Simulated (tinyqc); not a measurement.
# Schottky diode by thermionic emission with image-force lowering and series resistance: effects of single changes

Metal on an n-type semiconductor with one parabolic valley; V > 0 is forward bias (metal positive). I = I0 [exp(Vj/(n Vt)) - 1] with Vj = V - I Rs; I0 = S A* T^2 exp(-(phi - dphi)/Vt), the lowering dphi taken at zero bias.

Parameters, values chosen for the exercise; band and dielectric values those of a made-up semiconductor:
- T = 400 K (temperature)
- me = 0.0327 m0 (electron mass)
- eps_r = 14.7 (relative permittivity)
- phi = 0.5 eV (barrier height seen from the metal)
- Nd = 3.9e15 cm^-3 (donor density)
- S = 1.2e-5 cm^2 (area)
- n = 1 (ideality factor)
- Rs = 5 ohm (series resistance)

Constants: q = 1.602176634e-19 C, kB = 1.380649e-23 J/K, h = 6.62607015e-34 J s, m0 = 9.1093837015e-31 kg, Vt = kB T/q, eps0 = 8.8541878128e-14 F/cm where lengths are in cm. Results are converted to the units shown.

Each table varies one quantity; the others keep the values above.

## Soft saturation in reverse bias

A* = 4 pi q me m0 kB^2/h^3 (times 1e-4 for A/(cm^2 K^2)); Nc = 2 (2 pi me m0 kB T/h^2)^1.5 (times 1e-6 for cm^-3); xi = Vt ln(Nc/Nd), Vbi = phi - xi; surface field Em = sqrt(2 q Nd (Vbi - V - Vt)/(eps0 eps_r)); dphi = sqrt(q Em/(4 pi eps0 eps_r)). Here dphi follows the bias, J = -A* T^2 exp(-(phi - dphi(V))/Vt) [1 - exp(V/Vt)], without Rs.

Results:
```
V (V)	Em (kV/cm)	dphi (meV)	J (A/cm^2)
-0.2	22.46	14.83	-0.4834
-0.5	28.15	16.61	-0.5105
-2	47.25	21.51	-0.5886
-4	64.44	25.12	-0.6536
-7	83.86	28.66	-0.7242
-10	99.57	31.23	-0.7803
-15	121.3	34.47	-0.8572
```

Estimate the missing row, V = -1 V.

Computed row:
```
V (V)	Em (kV/cm)	dphi (meV)	J (A/cm^2)
-1	35.67	18.69	-0.5423
```

With this row back in the table: dphi rises from 14.8 to 34.5 meV, as the square root of the field, and |J| grows by a factor of 1.77: the reverse current does not saturate. Tunnelling and generation are left out.

## Effect of the doping on the lowering

Same model as above.

Here V = 0 in Em.

Results:
```
Nd (cm^-3)	Vbi (V)	Em (kV/cm)	dphi (meV)	I0 (A)
1.3e14	0.24246	2.5801	5.0273	4.3780e-6
2.8e14	0.26891	4.0200	6.2753	4.5394e-6
1.4e15	0.32438	9.9962	9.8954	5.0421e-6
3e15	0.35065	15.282	12.235	5.3962e-6
6.7e15	0.37835	23.817	15.274	5.8936e-6
1.5e16	0.40613	37.047	19.050	6.5759e-6
3.3e16	0.43331	56.924	23.614	7.5068e-6
```

Estimate the missing row, Nd = 6.2e14 cm^-3.

Computed row:
```
Nd (cm^-3)	Vbi (V)	Em (kV/cm)	dphi (meV)	I0 (A)
6.2e14	0.29631	6.3219	7.8694	4.7543e-6
```

With this row back in the table: dphi rises from 5.03 to 23.6 meV, as Nd^(0.28) (1/4 at fixed Vbi), and I0 grows by a factor of 1.71. Emission limits the current only if the drift velocity at the surface is well above A* T^2/(q Nc) = 1.72e7 cm/s; with a mobility of 11300 cm^2/(V s) it is less than three times that in 2 of the rows, where I0 is overstated.

## Current against voltage

Same model as above.

The apparent ideality is (dV/d ln I)/Vt.

Current against voltage:
```
V (V)	I (A)	Vj (V)	apparent ideality
0.05	1.804e-5	0.04991	0.7676
0.12	1.702e-4	0.1191	0.9932
0.18	8.963e-4	0.1755	1.124
0.25	0.004231	0.2288	1.612
0.32	0.01140	0.2630	2.654
0.38	0.01965	0.2817	3.850
0.45	0.03060	0.2970	5.438
0.52	0.04236	0.3082	7.144
0.58	0.05283	0.3158	8.664
0.65	0.06537	0.3232	10.48
```

What does the comparison show, and why?

I rises from 1.80e-5 to 0.0654 A, and the apparent ideality rises from 0.768 to 10.5, against n = 1. It starts below n because the -1 in the diode law still counts there. From V = 0.32 V on, I Rs exceeds n Vt and the resistance bends the curve. In 6 of the 10 rows Vj is within 3 Vt of Vbi or past it, where the depletion layer is gone and the emission formula overstates the current.

tinyqc, about 0.01 s, one thread, Intel Xeon 2.30GHz (shared host): `OMP_NUM_THREADS=1 python tinyqc.py 2640102 2640103 out.jsonl`
